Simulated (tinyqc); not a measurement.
Inside a calculation. Model: electron continuity equation in a given potential, Scharfetter-Gummel discretisation.

Program tinyqc, `OMP_NUM_THREADS=1 python tinyqc.py 2220038 2220039 out.jsonl`; Intel Xeon 2.30GHz, shared host, one thread, about 0.01 s. Printed values are rounded.

Steady state in one dimension: J = q mu n E + q D dn/dx with E = -dpsi/dx and D = mu Vt, dJ/dx = q (n/tau - G), fixed densities nL and nR at the ends. The potential is given, psi = 0 for x < L/2 and U (2 x/L - 1) beyond, and is not changed by the electrons.

Inputs (values chosen for the exercise); mobility close to that of silicon at room temperature:
```
symbol    value        unit                               meaning
T           293           K                           temperature
mu         1370  cm^2/(V s)                     electron mobility
L           1.2          um                  length of the region
nL       1.9e13       cm^-3                      density at x = 0
nR       9.9e13       cm^-3                      density at x = L
tau     2.3e-11           s                              lifetime
G             0  cm^-3 s^-1               uniform generation rate
U          0.94           V  potential difference psi(L) - psi(0)
```

Constants: q = 1.602176634e-19 C, kB = 1.380649e-23 J/K, Vt = kB T/q. Results are converted to the units shown.

Range of the model: The drift velocity mu E exceeds 1e7 cm/s somewhere, where real mobilities no longer stay constant.

## Potential on the mesh

11 equal intervals, h = L/11; psi = 0 for x < L/2 and U (2 x/L - 1) beyond.

| node | psi (V) |
|---|---|
| 0 | 0.000000 |
| 1 | 0.000000 |
| 2 | 0.000000 |
| 3 | 0.000000 |
| 4 | 0.000000 |
| 5 | 0.000000 |
| 6 | 0.085455 |
| 7 | 0.256364 |
| 8 | 0.427273 |
| 9 | 0.598182 |
| 10 | 0.769091 |
| 11 | 0.940000 |

## Bernoulli factors

d_i = (psi_(i+1) - psi_i)/Vt; B(d) = d/(exp(d) - 1), B(0) = 1. The flux on interval i is J_i = (q D/h) [n_(i+1) B(d_i) - n_i B(-d_i)].

| interval | d_i | B(d_i) | B(-d_i) |
|---|---|---|---|
| 0 | 0.00000 | 1 | 1 |
| 1 | 0.00000 | 1 | 1 |
| 2 | 0.00000 | 1 | 1 |
| 3 | 0.00000 | 1 | 1 |
| 4 | 0.00000 | 1 | 1 |
| 5 | 3.38450 | 0.118741 | 3.50324 |
| 6 | 6.76900 | 0.00778545 | 6.77679 |
| 7 | 6.76900 | 0.00778545 | 6.77679 |
| 8 | 6.76900 | 0.00778545 | 6.77679 |
| 9 | 6.76900 | 0.00778545 | 6.77679 |
| 10 | 6.76900 | 0.00778545 | 6.77679 |

The largest |d_i| is 6.77, above 2, where central differences lose the sign pattern that keeps densities positive.

## Tridiagonal system for the inner nodes

Row i (1 to 10): B(-d_(i-1)) n_(i-1) + b_i n_i + B(d_i) n_(i+1) = f_i with b_i = -B(-d_i) - B(d_(i-1)) - h^2/(D tau) and f_i = -G h^2/D; the known end values are moved to the right: f_1 loses B(-d_0) nL and f_10 loses B(d_10) nR. h = L/11, D = mu Vt.

| node | diagonal b | right side f (cm^-3) |
|---|---|---|
| 1 | -2.14959 | -1.9e13 |
| 2 | -2.14959 | 0 |
| 3 | -2.14959 | 0 |
| 4 | -2.14959 | 0 |
| 5 | -4.65283 | 0 |
| 6 | -7.04511 | 0 |
| 7 | -6.93416 | 0 |
| 8 | -6.93416 | 0 |
| 9 | -6.93416 | 0 |
| 10 | -6.93416 | -7.70759e11 |

## Densities and current

B(d_i) and B(-d_i) are the Bernoulli factors of the potential steps, b and f the diagonal and right side. Solve B(-d_(i-1)) n_(i-1) + b_i n_i + B(d_i) n_(i+1) = f_i (end values already in f), then J_i = (q D/h) [n_(i+1) B(d_i) - n_i B(-d_i)], h = L/11, D = mu Vt.

| node | n (cm^-3) |
|---|---|
| 0 | 1.9e13 |
| 1 | 1.26760e13 |
| 2 | 8.24819e12 |
| 3 | 5.05417e12 |
| 4 | 2.61617e12 |
| 5 | 5.69510e11 |
| 6 | 2.83500e11 |
| 7 | 2.77371e11 |
| 8 | 2.71374e11 |
| 9 | 2.65632e11 |
| 10 | 3.70757e11 |
| 11 | 9.9e13 |

| interval | J (A/cm^2) |
|---|---|
| 0 | -3.21272 |
| 1 | -2.24944 |
| 2 | -1.62264 |
| 3 | -1.23856 |
| 4 | -1.03975 |
| 5 | -0.99647 |
| 6 | -0.97493 |
| 7 | -0.95385 |
| 8 | -0.93323 |
| 9 | -0.91304 |
| 10 | -0.88486 |

Against a mesh 200 times finer the densities are off by at most 48 % of their local values.
